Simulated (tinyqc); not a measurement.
Random telegraph noise from one oxide trap in a small MOSFET: one step of the calculation.

An acceptor-like trap exchanges electrons with the channel. Inversion charge Q = Cox u, u = n Vt W0(exp((Vg - VT)/(n Vt))), W0 the Lambert function, n = nf, Cox = eps0 eox/tox; linear regime Id = (W/L) mu Q Vd. Relative to threshold the surface potential rises by Vt ln(u/u0) and the oxide voltage by the rest of Vg - VT, with u0 = n Vt W0(1).

Question. Trap level, time constants and occupancy. N = Cox u/q; dpsi = Vt ln(u/u0); E = E0 - dpsi - (xt/tox)(Vg - VT - dpsi); capture time tc = 1/[(N/zi) vth s0 exp(-xt/lt - EB/Vt)]; emission time te = tc exp(-E/Vt); occupancy te/(tc + te).

Parameters, values chosen for the exercise; values of the order met in silicon transistors:
- T = 200 K (temperature)
- eox = 3.9 (relative permittivity of the gate insulator (close to silicon dioxide))
- tox = 4.3 nm (insulator thickness)
- xt = 1.4 nm (depth of the trap from the channel interface)
- E0 = 0.02 eV (trap level above the channel Fermi level at threshold)
- s0 = 9e-15 cm^2 (capture prefactor)
- EB = 0.17 eV (capture barrier (lattice relaxation))
- lt = 0.13 nm (tunnelling decay length)
- vth = 1.5e7 cm/s (thermal velocity)
- zi = 1.6 nm (thickness of the inversion layer)
- VT = 0.22 V (threshold voltage)
- nf = 1.16 (body factor)
- Vg = 0.22 V (gate voltage)

Constants: q = 1.602176634e-19 C, kB = 1.380649e-23 J/K, Vt = kB T/q, eps0 = 8.8541878128e-14 F/cm where lengths are in cm. Results are converted to the units shown.

Give: u; N; dpsi; E; tc; te; occupancy.

Answer.

u = 0.01134 V
N = 5.683e10 cm^-2
dpsi = 0 V
E = 0.02000 eV
tc = 0.01906 s
te = 0.005971 s
occupancy = 0.2386

The trap lies 1.2 Vt above the Fermi level, so it is filled 23.9 % of the time.

Range of the model: VT is taken as given; short-channel effects and the uneven flow of current among few electrons are left out.

Program tinyqc, `OMP_NUM_THREADS=1 python tinyqc.py 2710141 2710142 out.jsonl`; Intel Xeon 2.30GHz, shared host, one thread, about 0.01 s.
